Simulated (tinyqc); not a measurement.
Worked calculation: sp3 tight binding, zinc-blende lattice. One step of it, computed by the program tinyqc.

Question. Levels at G. Diagonalise the Hermitian matrix.

H(k) at G (eV), lower triangle:
```
             a s       a px       a py       a pz        c s       c px       c py       c pz
a s   -17.650000
a px    0.000000  -9.300000
a py    0.000000   0.000000  -9.300000
a pz    0.000000   0.000000   0.000000  -9.300000
c s    -6.356723   0.000000   0.000000   0.000000  -9.550000
c px    0.000000   1.541024   0.000000   0.000000   0.000000  -5.080000
c py    0.000000   0.000000   1.541024   0.000000   0.000000   0.000000  -5.080000
c pz    0.000000   0.000000   0.000000   1.541024   0.000000   0.000000   0.000000  -5.080000
```

Give: eigenvalues.

Answer.

eigenvalues (eV): -21.1373  -9.8028  -9.8028  -9.8028  -6.0627  -4.5772  -4.5772  -4.5772
